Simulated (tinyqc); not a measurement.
Speciation in dilute and buffered hydrofluoric acid, oxide etch rate and bath loading. Which input was changed? Computed by tinyqc, a small Python program. Command: `OMP_NUM_THREADS=1 python tinyqc.py 3120298 3120299 out.jsonl hfetch which`. One thread of a shared host (Intel(R) Xeon(R) Processor @ 2.30GHz), about 0.03 s of CPU time with the checks.

Concentrations stand for activities, NH4+ and Cl- are spectators, and water ionisation is neglected. H, F and HF2 denote the ions H+, F- and HF2-. The base temperature is 298 K.

Inputs (values chosen for the exercise, of the order of those for thermal oxide at room temperature): HF added = 1.1 mol/L; NH4F added = 0 mol/L; HCl added = 0.028 mol/L; K1 = [H][F]/[HF] = 0.000667 mol/L; K2 = [HF2]/([HF][F]) = 3.8 L/mol; K3 = [H2F2]/[HF]^2 = 0 L/mol; rate constant of neutral HF k_a = 14 nm L/(min mol); rate constant of HF2 k_b = 59 nm L/(min mol); activation energy = 0.31 eV; temperature error = 0.3 K; oxide removed per wafer = 81 nm.

Constants: k_B = 8.617333262e-05 eV/K.

Method:
- Fluoride balance: [HF] + [F] + 2 [HF2] + 2 [H2F2] = HF added + NH4F added. Acid balance: [H] + [HF] + [HF2] + 2 [H2F2] = HF added + HCl added. For a trial [H], [HF] = [H][F]/K1, and the fluoride balance is a quadratic in [F].
- The root is refined to 1e-13 in pH = -log10 [H].
- Rate = k_a ([HF] + 2 [H2F2]) + k_b [HF2], an empirical two-term form.
- Time = oxide/rate; a temperature error changes the rate by exp((E_a/k_B)(1/298 - 1/(298 + error))) - 1.

Problem. One of these inputs alone was changed, within the range given: HF added (0.55 to 2.2); HCl added (0.014 to 0.056); K1 = [H][F]/[HF] (0.0003335 to 0.001334); rate constant of HF2 k_b (29.5 to 118). Which one, and to what value?

Results:
```
run     [HF2] (mol/L)  share of HF2 in the rate (%)        pH
before     0.03593505                      12.94044  1.135390
after      0.02894028                      12.34076  1.182228
```

Solution.

Each candidate set to reproduce [HF2], and what it then gives:
```
candidate                                         range searched  value needed  share of HF2 in the rate (%)      pH
HF added (mol/L)                                     0.55 to 2.2        0.9330                        12.341  1.1822
HCl added (mol/L)                                 0.014 to 0.056  out of reach                             -       -
K1 = [H][F]/[HF] (mol/L)                   0.0003335 to 0.001334      4.574e-4                        10.544  1.1918
rate constant of HF2 k_b (nm L/(min mol))            29.5 to 118     no effect                             -       -
```

Only HF added fits every result: it went from 1.1 to 0.933 mol/L. The next best candidate, K1 = [H][F]/[HF], misses one result by 15 %.
